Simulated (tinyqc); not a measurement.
Kane-Mele model of a buckled honeycomb layer in a normal field: one step. Invariants.

Sublattices A and B lie at +/-b, so the field gives them the energies +/-D, D = e b Ez (in eV for b in angstrom and Ez in V/angstrom); 2 lam is the gap at zero field. Near the valleys tau = +/-1, for spin sz = +/-1: H = hbar v (tau qx sx + qy sy) + m sz_AB with m = D - tau sz lam, hbar v = (sqrt3/2) a t. On the lattice the spin-orbit term is the second-neighbour hopping i (lam/3 sqrt3) nu sz, nu = +/-1 by the sense of the turn. The filled band of one cone contributes tau sign(m)/2 to the Chern number, in the sense Omega = curl of i<u|grad u>. Rashba terms are left out.

Inputs chosen for the exercise: lam = 0.13 eV (spin-orbit half gap); b = 0.32 angstrom (half the buckling height).

Flavours:
```
tau,sz,m (meV),gap (meV),mass (m0),share of C
1,1,-82.00000,164.00000,0.1115879,-0.500
1,-1,178.00000,356.00000,0.2422273,0.500
-1,1,178.00000,356.00000,0.2422273,-0.500
-1,-1,-82.00000,164.00000,0.1115879,0.500
```

Task: C(up) and C(down) are the sums over valleys; spin Chern number (C(up) - C(down))/2; valley number, the sum for tau = +1 less that for tau = -1; Z2 index |C(up)| mod 2; critical field lam/b.

Give: C(up), C(down); spin Chern number; valley number; Z2; critical field.

Result:

C(up), C(down): -1  1

spin Chern number = -1
valley number = 0
Z2 = 1
critical field = 0.4062 V/angstrom

|D| < lam: the masses of one spin have opposite signs in the two valleys, a quantum spin Hall insulator.

(tinyqc, `OMP_NUM_THREADS=1 python tinyqc.py 1452171 1452172 out.jsonl`, Intel(R) Xeon(R) Processor @ 2.30GHz, 1 thread, shared host, about 0.01 s.)
